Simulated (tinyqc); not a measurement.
Worked calculation: Hartree-Fock atom on a uniform radial grid, spin-unpolarised, for Be(2+). Computed by tinyqc, a small Python program that keeps every step. Settings: Z = 4, points = 192, R = 6.4, functional = hf2, mixing = 0.2, iteration cap = 73. Command: `OMP_NUM_THREADS=1 python tinyqc.py 30582 30583 out.jsonl` (the two numbers bound the seeds that draw the settings). One thread of a shared host (Intel(R) Xeon(R) Processor @ 2.60GHz), about 0.4 s of CPU time with the checks. Later iterations appear only in the table of the cycle.

## Iteration 1

Spherical atom on a uniform radial grid r_j = j h with h = R/(N + 1), h sum u^2 = 1 and integrals as h times sums, u(0) = u(R) = 0 (atomic units):
```
parameter           value
Z                       4
points N              192
R                6.400000
h                0.033161
mixing           0.200000
electrons in 1s         2
```

Three-point differences turn -u''/2 + [l(l+1)/2r^2 - Z/r + V] u = e u into a tridiagonal matrix (diagonal 1/h^2 + potential, off-diagonal -1/2h^2). D = sum f u^2; the Hartree potential y/r solves y'' = -D/r with y(0) = 0, y(R) = N_e; for two electrons in one orbital exchange is -V_H/2 (Hartree-Fock); E = sum f e - int D V + int D (V_H/2 + eps_xc); V(new) = V + mixing (V_H + v_xc - V).

eigenvalues (hartree): 1s -7.9651

Every 12th grid point:
```
r         V in     u(1s)         D     V_H     v_xc
0.3979  0.0000    1.2965    3.3618  4.4841  -2.2420
0.7959  0.0000    0.5303    0.5625  2.4947  -1.2474
1.1938  0.0000    0.1627    0.0529  1.6746  -0.8373
1.5917  0.0000    0.0444    0.0039  1.2565  -0.6282
1.9896  0.0000    0.0113  2.57e-04  1.0052  -0.5026
2.3876  0.0000    0.0028  1.55e-05  0.8377  -0.4188
2.7855  0.0000    0.0007  8.82e-07  0.7180  -0.3590
3.1834  0.0000  1.55e-04  4.82e-08  0.6283  -0.3141
3.5813  0.0000  3.57e-05  2.55e-09  0.5584  -0.2792
3.9793  0.0000  8.12e-06  1.32e-10  0.5026  -0.2513
4.3772  0.0000  1.83e-06         0  0.4569  -0.2285
4.7751  0.0000  4.07e-07         0  0.4188  -0.2094
5.1731  0.0000  9.03e-08         0  0.3866  -0.1933
5.5710  0.0000  1.98e-08         0  0.3590  -0.1795
5.9689  0.0000  4.20e-09         0  0.3351  -0.1675
6.3668  0.0000  2.13e-10         0  0.3141  -0.1571
```

total energy = -13.434655 hartree

## Iteration 2

As before.

eigenvalues (hartree): 1s -7.4683

Every 12th grid point:
```
r         V in     u(1s)         D     V_H     v_xc
0.3979  0.4484    1.2950    3.3540  4.4554  -2.2277
0.7959  0.2495    0.5487    0.6021  2.4923  -1.2461
1.1938  0.1675    0.1755    0.0616  1.6745  -0.8372
1.5917  0.1256    0.0500    0.0050  1.2565  -0.6282
1.9896  0.1005    0.0134  3.58e-04  1.0052  -0.5026
2.3876  0.0838    0.0034  2.37e-05  0.8377  -0.4188
2.7855  0.0718    0.0009  1.48e-06  0.7180  -0.3590
3.1834  0.0628  2.11e-04  8.91e-08  0.6283  -0.3141
3.5813  0.0558  5.09e-05  5.19e-09  0.5584  -0.2792
3.9793  0.0503  1.21e-05  2.95e-10  0.5026  -0.2513
4.3772  0.0457  2.87e-06  1.65e-11  0.4569  -0.2285
4.7751  0.0419  6.72e-07         0  0.4188  -0.2094
5.1731  0.0387  1.56e-07         0  0.3866  -0.1933
5.5710  0.0359  3.61e-08         0  0.3590  -0.1795
5.9689  0.0335  7.98e-09         0  0.3351  -0.1675
6.3668  0.0314  4.15e-10         0  0.3141  -0.1571
```

total energy = -13.475691 hartree

## Iteration 3

As before.

eigenvalues (hartree): 1s -7.0787

Every 12th grid point:
```
r         V in     u(1s)         D     V_H     v_xc
0.3979  0.8043    1.2932    3.3447  4.4313  -2.2157
0.7959  0.4488    0.5635    0.6350  2.4900  -1.2450
1.1938  0.3014    0.1863    0.0694  1.6743  -0.8372
1.5917  0.2262    0.0550    0.0061  1.2565  -0.6282
1.9896  0.1809    0.0153  4.67e-04  1.0052  -0.5026
2.3876  0.1508    0.0041  3.33e-05  0.8377  -0.4188
2.7855  0.1292    0.0011  2.25e-06  0.7180  -0.3590
3.1834  0.1131  2.70e-04  1.46e-07  0.6283  -0.3141
3.5813  0.1005  6.78e-05  9.18e-09  0.5584  -0.2792
3.9793  0.0905  1.68e-05  5.64e-10  0.5026  -0.2513
4.3772  0.0822  4.12e-06  3.40e-11  0.4569  -0.2285
4.7751  0.0754  1.00e-06         0  0.4188  -0.2094
5.1731  0.0696  2.43e-07         0  0.3866  -0.1933
5.5710  0.0646  5.83e-08         0  0.3590  -0.1795
5.9689  0.0603  1.34e-08         0  0.3351  -0.1675
6.3668  0.0565  7.09e-10         0  0.3141  -0.1571
```

total energy = -13.502099 hartree

## Convergence

Stop when input and output potentials agree to 1e-7.

Course of the cycle (hartree):
```
iteration           E    e(1s)  largest |V(out) - V(in)|
1          -13.434655  -7.9651                  3.97e+00
2          -13.475691  -7.4683                  3.11e+00
3          -13.502099  -7.0787                  2.44e+00
4          -13.518905  -6.7728                  1.91e+00
5          -13.529499  -6.5324                  1.49e+00
6          -13.536124  -6.3433                  1.17e+00
7          -13.540239  -6.1945                  9.14e-01
8          -13.542781  -6.0772                  7.15e-01
9          -13.544345  -5.9848                  5.59e-01
10         -13.545303  -5.9119                  4.37e-01
11         -13.545888  -5.8544                  3.42e-01
...               ...      ...                       ...
63         -13.546798  -5.6379                  1.46e-06
64         -13.546798  -5.6379                  1.16e-06
65         -13.546798  -5.6379                  9.26e-07
66         -13.546798  -5.6379                  7.38e-07
67         -13.546798  -5.6379                  5.88e-07
68         -13.546798  -5.6379                  4.69e-07
69         -13.546798  -5.6379                  3.73e-07
70         -13.546798  -5.6379                  2.98e-07
71         -13.546798  -5.6379                  2.37e-07
72         -13.546798  -5.6379                  1.89e-07
73         -13.546798  -5.6379                  1.51e-07
```

Not converged within 73 iterations: the residual falls steadily but slowly, by a factor of about 0.80 a step. Reruns (cap 100 unless said): mixing 0.3: converged in 48; mixing 0.6: converged in 19; the original settings with a cap of 400: converged in 75. Even converged, this uniform grid resolves the cusp poorly and misses the energy of the atom.
